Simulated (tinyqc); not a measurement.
Minimum-mode following (dimer method) and harmonic rate on a two-dimensional model surface: one step, computed by the program tinyqc.

V(x, y) = -A (cos kx + cos ky) - B cos kx cos ky + (C sin ky + S sin kx)(1 - cos kx), k = 2 pi/a; the atom hops from the minimum at (0, 0) to that at (a, 0).

Problem. Dimer step 2. Dimer at R with unit axis N = (cos phi, sin phi) and normal T = (-sin phi, cos phi). Gradients g at R +/- delta N and at R +/- delta T give H N and H T by central differences, (g+ - g-)/(2 delta). With C_N = N.H N, C_T = T.H T and b = T.H N, rotate by theta = (1/2) atan2(-2b, C_T - C_N), the angle of least curvature C = (C_N + C_T)/2 - sqrt((C_N - C_T)^2/4 + b^2). Translate along F = -g + 2 (g.N) N if C < 0, else along F = (g.N) N, with the new axis: R(new) = R + eta F, the move limited to 0.2 angstrom.

Inputs (values chosen for the exercise, for a model surface):

| quantity | value | unit |
|---|---|---|
| amplitude A | 0.26 | eV |
| amplitude B | 0.12 | eV |
| skew C | 0.1 | eV |
| asymmetry S | 0.047 | eV |
| period a | 3.5 | angstrom |
| half length delta | 0.005 | angstrom |
| step factor eta | 0.38 | angstrom^2/eV |

Surface: adatom on a square lattice.

R after step 1 (angstrom): 0.9395544  -0.2951458

phi after step 1 = -22.05973 degrees

Give: C_N, C_T, b; rotation theta; phi after step 2; least curvature C; gradient g; effective force F; R after step 2.

Solution.

C_N, C_T, b (eV/angstrom^2): -0.494  1.024  -0.081

rotation theta = 3.045 degrees

phi after step 2 = -19.01 degrees

least curvature C = -0.4988 eV/angstrom^2

gradient g (eV/angstrom): 0.6305  -0.0505

effective force F (eV/angstrom): 0.5278  -0.3487

R after step 2 (angstrom): 1.106  -0.405

The curvature is negative, so the force along the axis is inverted.
